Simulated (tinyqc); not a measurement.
Inside a calculation. Model: metal gate on a two-layer dielectric stack with fixed charge and a dipole.

tinyqc, about 0.01 s, one thread, Intel Xeon 2.30GHz (shared host): `OMP_NUM_THREADS=1 python tinyqc.py 2010123 2010124 out.jsonl` Printed values are rounded.

Gate, layer 2, layer 1, p-type semiconductor; x runs from the gate inwards. Charges are counted in units of +q. psi is the band bending at the surface, positive towards inversion. Classical charge, Boltzmann statistics, no interface traps.

Values chosen for this exercise; band and dielectric values close to those of silicon, layer 1 close to silicon dioxide, layer 2 close to aluminium oxide: temperature T = 250 K; band gap Eg = 1.12 eV; relative permittivity eps_r = 11.6; conduction-band density of states at T Nc = 2.17e19 cm^-3; valence-band density of states at T Nv = 2.05e19 cm^-3; electron affinity chi = 4.09 eV; acceptor density Na = 1.3e16 cm^-3; work function of the gate metal pM = 4.14 eV; thickness of layer 1, next to the semiconductor t1 = 0.9 nm; relative permittivity of layer 1 e1 = 3.95; thickness of layer 2, next to the gate t2 = 4.6 nm; relative permittivity of layer 2 e2 = 9.17; fixed charge at the semiconductor interface Q1 = 4.3e11 cm^-2; fixed charge between the layers Q2 = 1.8e11 cm^-2; uniform charge density in layer 1 r1 = 0 cm^-3; uniform charge density in layer 2 r2 = 0 cm^-3; flat-band shift by a dipole layer between the layers Vd = 0.32 V; band bending psi of the working point ps = 0.839 V.

Constants: q = 1.602176634e-19 C, kB = 1.380649e-23 J/K, Vt = kB T/q, eps0 = 8.8541878128e-14 F/cm where lengths are in cm. Results are converted to the units shown.

## Equivalent thickness and work-function difference

EOT = 3.9 (t1/e1 + t2/e2), Cox = eps0/(t1/e1 + t2/e2); phi_ms = pM - (chi + Eg - Vt ln(Nv/Na)).

EOT = 2.84499 nm
Cox = 1.21376 uF/cm^2
share of layer 1 in the EOT = 31.2342 %
phi_ms = -0.911371 V

## Flat-band voltage, term by term

EOT = 3.9 (t1/e1 + t2/e2), Cox = eps0/(t1/e1 + t2/e2); phi_ms = pM - (chi + Eg - Vt ln(Nv/Na)). Vfb = phi_ms + Vd - (q/eps0) [Q1 (t1/e1 + t2/e2) + Q2 t2/e2 + r1 (t1^2/(2 e1) + t1 t2/e2) + r2 t2^2/(2 e2)]: each charge counts with its electrical distance from the gate.

terms (V): phi_ms -0.911371, dipole 0.320000, Q1 -0.056760, Q2 -0.016339, r1 0.000000, r2 0.000000
Vfb = -0.664471 V

Apart from phi_ms the largest term is that of dipole, 320 mV; all charges and the dipole together move Vfb by 247 mV.

## Threshold voltage

ni = sqrt(Nc Nv) exp(-Eg/(2 Vt)), Eg in volts, pB = Vt ln(Na/ni), Vth = Vfb + 2 pB + sqrt(4 q eps0 eps_r Na pB)/Cox.

ni = 1.08394e8 cm^-3
pB = 0.400759 V
depletion charge = 0.0585601 uC/cm^2
Vth = 0.185293 V

## Charge in the semiconductor

ni = sqrt(Nc Nv) exp(-Eg/(2 Vt)), Eg in volts. Qs = -sign(psi) sqrt(2 q eps0 eps_r Na Vt [exp(-u) + u - 1 + (ni/Na)^2 (exp(u) - u - 1)]), u = psi/Vt.

Qs = -0.0634236 uC/cm^2

The surface is in strong inversion: psi exceeds 2 Vt ln(Na/ni) = 0.802 V.

## Fields and voltage drops

Gauss: D = -Qs just inside the semiconductor; going towards the gate subtract q Q1, then q r1 t1, q Q2 and q r2 t2. Field = D/(eps0 e); the drop over a layer is its mean field times its thickness; Vg = phi_ms + Vd + psi + both drops.

```
place                        D (uC/cm^2)  field (MV/cm)
layer 2, gate side            -0.0343092     -0.0422564
layer 2, inner side           -0.0343092     -0.0422564
layer 1, outer side           -0.0054700     -0.0156402
layer 1, semiconductor side   -0.0054700     -0.0156402
semiconductor surface          0.0634236      0.0617510
```

drop over layer 2 = -0.0194379 V
drop over layer 1 = -0.00140762 V
Vg = 0.226783 V

The same Vg follows from Vfb + psi - Qs/Cox. The largest field, 0.0618 MV/cm in size, is at: semiconductor surface.
